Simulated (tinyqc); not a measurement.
Rate against temperature: collinear exchange A + BC -> AB + C on a London-Eyring-Polanyi-Sato surface: saddle, string of images and rate. Computed by tinyqc, a small Python program. Command: `OMP_NUM_THREADS=1 python tinyqc.py 3110241 3110242 out.jsonl leps walk`. One thread of a shared host (Intel(R) Xeon(R) Processor @ 2.30GHz), about 0.05 s of CPU time with the checks.

x = r(AB), y = r(BC), r(AC) = x + y. V is counted from separated atoms, the barrier from A + BC, that is V + D(BC).

Inputs (values chosen for the exercise, for a model exchange):
```
quantity            value           unit
D(AB)                4.94             eV
r0(AB)              0.815       angstrom
beta(AB)             1.69     1/angstrom
D(BC)                3.67             eV
r0(BC)               1.47       angstrom
beta(BC)             1.96     1/angstrom
D(AC)                3.37             eV
r0(AC)               1.39       angstrom
beta(AC)             1.83     1/angstrom
Sato parameter S    0.098              -
mass of A              12              u
mass of B              16              u
mass of C           28.09              u
temperature T         700              K
step of the string   0.01  angstrom^2/eV
```

Constants: nu for 1 eV/(angstrom^2 u) = 15.6333042 THz; h x 1 THz = 4.135667696 meV; k_B = 1.380649e-23 J/K; u = 1.6605390666e-27 kg; k_B = 8.617333262e-05 eV/K.

Method:
- For each pair, with u = exp(-beta (r - r0)): Q = D [(3 + S) u^2 - (2 + 6 S) u]/(4 (1 + S)), J = D [(1 + 3 S) u^2 - (6 + 2 S) u]/(4 (1 + S)); V = Q1 + Q2 + Q3 - sqrt(((J1 - J2)^2 + (J2 - J3)^2 + (J3 - J1)^2)/2).
- String of 9 images between the fixed ends (r0(AB) + 2, r0(BC)) and (r0(AB), r0(BC) + 2), started on the two straight legs through (r0(AB) + 0.3, r0(BC) + 0.3): each iteration moves the inner images by -step x gradient (central differences) and spaces them evenly again along the broken line (coordinates are kept between 0.2 and 8 angstrom); stop when no coordinate changes by more than 1e-5 angstrom, at most 400 iterations.
- From the highest inner image, z -> z - H^-1 g with gradient g and Hessian H by central differences, steps capped at 0.15 angstrom, 12 steps.
- Wilson matrix G = [[1/m_A + 1/m_B, -1/m_B], [-1/m_B, 1/m_B + 1/m_C]]; eigenvalues lambda of G H give nu = 15.6333042 THz x sqrt(|lambda|), the negative one being imaginary. Reactant: nu_BC from k = 2 D beta^2 and 1/m_B + 1/m_C. Skew angle: cos = sqrt(m_A m_C/((m_A + m_B)(m_B + m_C))).
- One-dimensional rate constant without tunnelling, k = sqrt(k_B T/(2 pi mu)) [sinh(h nu_BC/(2 k_B T))/sinh(h nu_s/(2 k_B T))] exp(-barrier/(k_B T)) with mu = m_A (m_B + m_C)/(m_A + m_B + m_C); Wigner factor 1 + (h nu_i/(k_B T))^2/24; adiabatic barrier = barrier + h (nu_s - nu_BC)/2.

nu_BC = 26.0009 THz

real frequency at the saddle = 22.4463 THz

barrier = 0.0911914 eV

imaginary frequency = 4.49195 THz

adiabatic barrier = 0.0838410 eV

Rates; the last column is k_B T^2 d ln k/dT:
```
T (K)  k (cm/s)  Wigner factor  activation energy (eV)
300         811         1.0215                 0.09769
400        2133         1.0121                 0.10284
550        4944         1.0064                 0.11038
750        9427         1.0034                 0.11999
1000      15303         1.0019                 0.13155
1400      24309         1.0010                 0.14952
2000      36296         1.0005                 0.17596
```

What follows from these numbers?

The activation energy goes from 0.098 eV at 300 K, near the adiabatic barrier plus k_B T/2 (0.097), to 0.176 eV at 2000 K; the classical limit is the barrier plus k_B T/2 (0.177).

Extremes, crossings and ranges named in words are read from the listed rows.
